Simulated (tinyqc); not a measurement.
From results back to parameters: density of states of one tight-binding band on the simple cubic lattice. Five cases, with inputs chosen for the exercise.

Problem. For E(k) = -2 t (c1 + c2 + c3) - 4 t2 (c1 c2 + c2 c3 + c3 c1), ci = cos(2 pi ki), two differences between symmetry points are known: Gamma = (0, 0, 0), X = (1/2, 0, 0), M = (1/2, 1/2, 0), R = (1/2, 1/2, 1/2).

Find: t; t2; E(R) - E(M).

Method. E(Gamma) = -6t - 12 t2, E(X) = -2t + 4 t2, E(M) = 2t + 4 t2, E(R) = 6t - 12 t2.

Case 1.

E(X) - E(Gamma) = 13.9200 eV
E(M) - E(X) = 8.3200 eV

Solution.

t = 2.080 eV
t2 = 0.350 eV
E(R) - E(M) = 2.720 eV

Case 2.

E(X) - E(Gamma) = 2.1600 eV
E(M) - E(X) = 2.4800 eV

Solution.

t = 0.620 eV
t2 = -0.020 eV
E(R) - E(M) = 2.800 eV

Case 3.

E(X) - E(Gamma) = 2.2400 eV
E(M) - E(X) = 2.4000 eV

Solution.

t = 0.600 eV
t2 = -0.010 eV
E(R) - E(M) = 2.560 eV

Case 4.

E(X) - E(Gamma) = 4.2000 eV
E(M) - E(X) = 2.9200 eV

Solution.

t = 0.730 eV
t2 = 0.080 eV
E(R) - E(M) = 1.640 eV

Case 5.

E(X) - E(Gamma) = 2.8800 eV
E(M) - E(X) = 3.8400 eV

Solution.

t = 0.960 eV
t2 = -0.060 eV
E(R) - E(M) = 4.800 eV

Computed by tinyqc, one run a case: `OMP_NUM_THREADS=1 python tinyqc.py N N+1 out.jsonl` with N = 1682628, 1682630, 1682697, 1682738, 1682757; one thread of a shared Intel(R) Xeon(R) Processor @ 2.30GHz, about 0.2 s a run at most.
